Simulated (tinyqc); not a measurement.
What each parameter does: three-level Kane dispersion of a narrow-gap semiconductor.

Zero of energy at Gamma8, c = hbar^2/2m0, P^2 = Ep c. The free-electron term and remote bands are left out, so the heavy holes are flat at E = 0 and the other three bands obey E (E - Eg)(E + Dso) = P^2 k^2 (E + 2 Dso/3). The conduction band is the highest root; its edge is Ec = max(Eg, 0).

Degenerate electrons at T = 0: kF = (3 pi^2 n)^(1/3), 1 cm^-3 = 1e-24 angstrom^-3; EF is the highest root at kF. The momentum (cyclotron, optical) mass is m(E) = hbar^2 k/(dE/dk) = c d(k^2)/dE with d(k^2)/dE = k^2 [1/E + 1/(E - Eg) + 1/(E + Dso) - 1/(E + 2 Dso/3)]; the density of states is k d(k^2)/dE/(2 pi^2).

Edge mass m0* = Eg (Eg + Dso)/(Ep (Eg + 2 Dso/3)).
Constants: hbar^2/2m0 = 3.80998211 eV angstrom^2.

Parameters, chosen for this exercise (near those of GaSb; shifted at random, so the results belong to these values and not to a real crystal): Eg = 0.787 eV (E(Gamma6) - E(Gamma8)); Dso = 0.76 eV (spin-orbit splitting); Ep = 27 eV (Kane energy); n = 1.2e+16 cm^-3 (electron density).

Edge mass, EF - Ec and m(EF).

Results for these values:
```
case  m0* (m0)  EF - Ec (meV)  m(EF) (m0)
base   0.03486           5.45     0.03529
```

What happens to each result for Dso = 0.646 eV, all else kept?

Answer: m0* falls from 0.03486 to 0.03430; EF - Ec rises from 5.45 to 5.54; m(EF) falls from 0.03529 to 0.03474.

The same for each parameter in turn:
```
case               m0* (m0)  EF - Ec (meV)  m(EF) (m0)
base                0.03486           5.45     0.03529
n = 2.4e+16 cm^-3   0.03486           8.62     0.03554
Eg = 0.669 eV       0.03012           6.29     0.03063
Dso = 0.646 eV      0.03430           5.54     0.03474
Ep = 22.95 eV       0.04101           4.64     0.04144
```

Computed by tinyqc, a small Python program: `OMP_NUM_THREADS=1 python tinyqc.py 1050075 1050076 out.jsonl` (the numbers bound the seed that draws the inputs); one thread of a shared host (Intel(R) Xeon(R) Processor @ 2.30GHz), about 0.01 s for the whole set of steps.
